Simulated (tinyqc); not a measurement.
# Haynes-Shockley experiment: what a collector records, against the sweep field along the drift

A sheet injected at x = 0, t = 0 gives at x = L the signal n(t) = N0 exp(-t/tau - (L - v t)^2/(4 D t))/sqrt(4 pi D t), D = mu Vt, v = mu F. Its peak lies at tp = [-D + sqrt(D^2 + u^2 L^2)]/u^2, u^2 = v^2 + 4 D/tau; dt is the full width at half height. Simple readings: mobility L/(F tp), diffusion coefficient (L dt/tp)^2/(16 ln 2 tp). Area v times the integral of n over N0: (v/u) exp(L (v - u)/(2 D)).

Values chosen for this exercise: temperature T = 350 K; minority-carrier mobility mu = 3850 cm^2/(V s); lifetime tau = 1.6e-6 s; distance from injector to collector L = 1600 um.

Constants: q = 1.602176634e-19 C, kB = 1.380649e-23 J/K, Vt = kB T/q. Results are converted to the units shown.

Haynes-Shockley experiment: what a collector records, against the sweep field along the drift:
```
F (V/cm)  L/v (us)  tp (us)  dt (us)  apparent mobility (cm^2/(V s))  apparent D (cm^2/s)      area  exp(-L/(v tau))
2.8          14.84    7.655    4.898                            7465                123.4  8.335e-4         9.360e-5
4.8          8.658    6.184    3.535                            5390                122.0  0.007498         0.004466
8.3          5.007    4.331    2.056                            4451                120.1   0.04693          0.04374
14           2.968    2.794    1.059                            4090                118.7    0.1559           0.1564
25           1.662    1.625   0.4674                            3939                117.6    0.3512           0.3538
44          0.9445   0.9358   0.2038                            3886                117.0    0.5522           0.5542
76          0.5468   0.5445  0.09032                            3866                116.6    0.7095           0.7105
130         0.3197   0.3190  0.04047                            3858                116.4    0.8185           0.8189
```

What does the comparison show, and why?

True values: mu = 3850 cm^2/(V s), D = 116 cm^2/s. The apparent mobility is 94 % above the true one in the first row and 0.20 % above it in the last, and the apparent D 6.3 % above and 0.25 % above D. The peak always comes before L/v, since spreading and decay both weigh down the later part of the signal; the shift is 48 % and 0.20 % in these rows.

Numbers from tinyqc (`OMP_NUM_THREADS=1 python tinyqc.py 2310008 2310009 out.jsonl`; about 0.01 s on one thread of a shared Intel Xeon 2.30GHz).
